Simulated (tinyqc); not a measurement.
Relaxation at fixed composition: composition and strain of an epitaxial Si(1-x)Ge(x) layer from Raman and X-ray peaks. Computed by tinyqc, a small Python program. Command: `OMP_NUM_THREADS=1 python tinyqc.py 3001271 3001272 out.jsonl epiraman walk`. One thread of a shared host (Intel(R) Xeon(R) Processor @ 2.30GHz), about 0.01 s of CPU time with the checks.

A (001) layer, biaxially strained in the plane. The Raman peaks follow empirical lines omega = w0 + c1 x + c3 x^3 + b eps (c3 for Si-Ge alone), with eps the in-plane strain.

Inputs (values chosen for the exercise, modelled on silicon-germanium):

| quantity | value | unit |
|---|---|---|
| Ge fraction x | 0.79 | - |
| lattice constant of Si | 5.431 | angstrom |
| lattice constant of Ge | 5.658 | angstrom |
| bowing B | 0.026 | angstrom |
| 2 C12/C11 of Si | 0.766 | - |
| 2 C12/C11 of Ge | 0.759 | - |
| Si-Si: w0 | 520.3 | 1/cm |
| Si-Si: c1 | -64.9 | 1/cm |
| Si-Si: strain coefficient b | -755 | 1/cm |
| Ge-Ge: w0 | 280.1 | 1/cm |
| Ge-Ge: c1 | 19.4 | 1/cm |
| Ge-Ge: strain coefficient b | -480 | 1/cm |
| X-ray wavelength | 1.540598 | angstrom |

Substrate: silicon.

Method:
- Relaxed lattice constant a(x) = a_Si + (a_Ge - a_Si) x - B x (1 - x).
- In-plane constant a_par = a_sub + R (a(x) - a_sub); eps = a_par/a(x) - 1; eps_perp = -(2 C12/C11) eps with 2 C12/C11 linear in x; a_perp = a(x) (1 + eps_perp).
- (004) Bragg angle theta = arcsin(2 lambda/a), with a = a_perp for the layer and a_sub for the substrate; separation = layer less substrate. The apparent x is the one that a fully strained layer (R = 0) would need to give the same a_perp.

Signatures:

| R | eps (per mille) | Si-Si (1/cm) | Ge-Ge (1/cm) | a_perp (angstrom) | (004) separation (arcsec) | apparent x if R = 0 is assumed |
|---|---|---|---|---|---|---|
| 0.00 | -31.219 | 492.60 | 310.41 | 5.7391 | -7535.9 | 0.79000 |
| 0.15 | -26.537 | 489.06 | 308.16 | 5.7191 | -7077.4 | 0.74279 |
| 0.30 | -21.854 | 485.53 | 305.92 | 5.6992 | -6615.0 | 0.69511 |
| 0.50 | -15.610 | 480.81 | 302.92 | 5.6726 | -5992.3 | 0.63077 |
| 0.70 | -9.366 | 476.10 | 299.92 | 5.6459 | -5362.6 | 0.56553 |
| 0.85 | -4.683 | 472.56 | 297.67 | 5.6260 | -4885.5 | 0.51598 |
| 1.00 | 0.000 | 469.03 | 295.43 | 5.6060 | -4404.4 | 0.46589 |

Full relaxation moves the Si-Si peak by -23.57 per cm and shrinks the X-ray separation to 58 % of its strained value, about 1/(1 + 2 C12/C11). A symmetric reflection alone cannot part x from R: a relaxed layer read as strained gives x = 0.466 in place of 0.79. An asymmetric reflection or a second peak is needed.

Extremes, crossings and ranges named in words are read from the listed rows.
